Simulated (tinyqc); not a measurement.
Inside a calculation. Method: ROHF in the 6-31g basis, for H4, spin multiplicity 3. One step of it, computed by the program tinyqc.

Question. Iteration 2: Roothaan effective Fock matrix. With projectors Pc = D(beta) S, Po = (D(alpha) - D(beta)) S, Pv = 1 - D(alpha) S, the block xy is Px^T F Py; with Fc = (F(alpha) + F(beta))/2, the blocks are Fc for cc, oo, vv and cv, F(beta) for co and F(alpha) for ov.

F(alpha) (hartree):
```
           1H 1s      1H 2s      2H 1s      2H 2s      3H 1s      3H 2s      4H 1s      4H 2s
1H 1s  -0.139358  -0.583962  -0.226796  -0.344591  -0.424899  -0.464682  -0.063629  -0.234262
1H 2s  -0.583962  -0.509228  -0.344591  -0.420415  -0.464682  -0.481901  -0.234262  -0.367970
2H 1s  -0.226796  -0.344591  -0.139358  -0.583962  -0.063629  -0.234262  -0.424899  -0.464682
2H 2s  -0.344591  -0.420415  -0.583962  -0.509228  -0.234262  -0.367970  -0.464682  -0.481901
3H 1s  -0.424899  -0.464682  -0.063629  -0.234262  -0.139358  -0.583962  -0.226796  -0.344591
3H 2s  -0.464682  -0.481901  -0.234262  -0.367970  -0.583962  -0.509228  -0.344591  -0.420415
4H 1s  -0.063629  -0.234262  -0.424899  -0.464682  -0.226796  -0.344591  -0.139358  -0.583962
4H 2s  -0.234262  -0.367970  -0.464682  -0.481901  -0.344591  -0.420415  -0.583962  -0.509228
```

F(beta) (hartree):
```
           1H 1s      1H 2s      2H 1s      2H 2s      3H 1s      3H 2s      4H 1s      4H 2s
1H 1s   0.213071  -0.335450  -0.232004  -0.291571  -0.320268  -0.335375  -0.165373  -0.266090
1H 2s  -0.335450  -0.281181  -0.291571  -0.322102  -0.335375  -0.330173  -0.266090  -0.335072
2H 1s  -0.232004  -0.291571   0.213071  -0.335450  -0.165373  -0.266090  -0.320268  -0.335375
2H 2s  -0.291571  -0.322102  -0.335450  -0.281181  -0.266090  -0.335072  -0.335375  -0.330173
3H 1s  -0.320268  -0.335375  -0.165373  -0.266090   0.213071  -0.335450  -0.232004  -0.291571
3H 2s  -0.335375  -0.330173  -0.266090  -0.335072  -0.335450  -0.281181  -0.291571  -0.322102
4H 1s  -0.165373  -0.266090  -0.320268  -0.335375  -0.232004  -0.291571   0.213071  -0.335450
4H 2s  -0.266090  -0.335072  -0.335375  -0.330173  -0.291571  -0.322102  -0.335450  -0.281181
```

D(alpha) after iteration 1:
```
           1H 1s      1H 2s      2H 1s      2H 2s      3H 1s      3H 2s      4H 1s      4H 2s
1H 1s   0.145223   0.237137   0.027540   0.067766   0.064637   0.002719  -0.053046  -0.166651
1H 2s   0.237137   0.489778   0.067766   0.246020   0.002719  -0.192122  -0.166651  -0.435880
2H 1s   0.027540   0.067766   0.145223   0.237137  -0.053046  -0.166651   0.064637   0.002719
2H 2s   0.067766   0.246020   0.237137   0.489778  -0.166651  -0.435880   0.002719  -0.192122
3H 1s   0.064637   0.002719  -0.053046  -0.166651   0.145223   0.237137   0.027540   0.067766
3H 2s   0.002719  -0.192122  -0.166651  -0.435880   0.237137   0.489778   0.067766   0.246020
4H 1s  -0.053046  -0.166651   0.064637   0.002719   0.027540   0.067766   0.145223   0.237137
4H 2s  -0.166651  -0.435880   0.002719  -0.192122   0.067766   0.246020   0.237137   0.489778
```

D(beta) after iteration 1:
```
          1H 1s     1H 2s     2H 1s     2H 2s     3H 1s     3H 2s     4H 1s     4H 2s
1H 1s  0.046089  0.035243  0.046089  0.035243  0.046089  0.035243  0.046089  0.035243
1H 2s  0.035243  0.026949  0.035243  0.026949  0.035243  0.026949  0.035243  0.026949
2H 1s  0.046089  0.035243  0.046089  0.035243  0.046089  0.035243  0.046089  0.035243
2H 2s  0.035243  0.026949  0.035243  0.026949  0.035243  0.026949  0.035243  0.026949
3H 1s  0.046089  0.035243  0.046089  0.035243  0.046089  0.035243  0.046089  0.035243
3H 2s  0.035243  0.026949  0.035243  0.026949  0.035243  0.026949  0.035243  0.026949
4H 1s  0.046089  0.035243  0.046089  0.035243  0.046089  0.035243  0.046089  0.035243
4H 2s  0.035243  0.026949  0.035243  0.026949  0.035243  0.026949  0.035243  0.026949
```

overlap S:
```
          1H 1s     1H 2s     2H 1s     2H 2s     3H 1s     3H 2s     4H 1s     4H 2s
1H 1s  1.000000  0.658292  0.104081  0.294329  0.259790  0.415580  0.032131  0.186020
1H 2s  0.658292  1.000000  0.294329  0.610071  0.415580  0.754096  0.186020  0.460052
2H 1s  0.104081  0.294329  1.000000  0.658292  0.032131  0.186020  0.259790  0.415580
2H 2s  0.294329  0.610071  0.658292  1.000000  0.186020  0.460052  0.415580  0.754096
3H 1s  0.259790  0.415580  0.032131  0.186020  1.000000  0.658292  0.104081  0.294329
3H 2s  0.415580  0.754096  0.186020  0.460052  0.658292  1.000000  0.294329  0.610071
4H 1s  0.032131  0.186020  0.259790  0.415580  0.104081  0.294329  1.000000  0.658292
4H 2s  0.186020  0.460052  0.415580  0.754096  0.294329  0.610071  0.658292  1.000000
```

Give: effective F.

Answer.

effective F (hartree):
```
        1H 1s   1H 2s   2H 1s   2H 2s   3H 1s   3H 2s   4H 1s   4H 2s
1H 1s   0.016  -0.463  -0.228  -0.320  -0.374  -0.398  -0.094  -0.247
1H 2s  -0.463  -0.386  -0.320  -0.375  -0.398  -0.402  -0.247  -0.361
2H 1s  -0.228  -0.320   0.016  -0.463  -0.094  -0.247  -0.374  -0.398
2H 2s  -0.320  -0.375  -0.463  -0.386  -0.247  -0.361  -0.398  -0.402
3H 1s  -0.374  -0.398  -0.094  -0.247   0.016  -0.463  -0.228  -0.320
3H 2s  -0.398  -0.402  -0.247  -0.361  -0.463  -0.386  -0.320  -0.375
4H 1s  -0.094  -0.247  -0.374  -0.398  -0.228  -0.320   0.016  -0.463
4H 2s  -0.247  -0.361  -0.398  -0.402  -0.320  -0.375  -0.463  -0.386
```
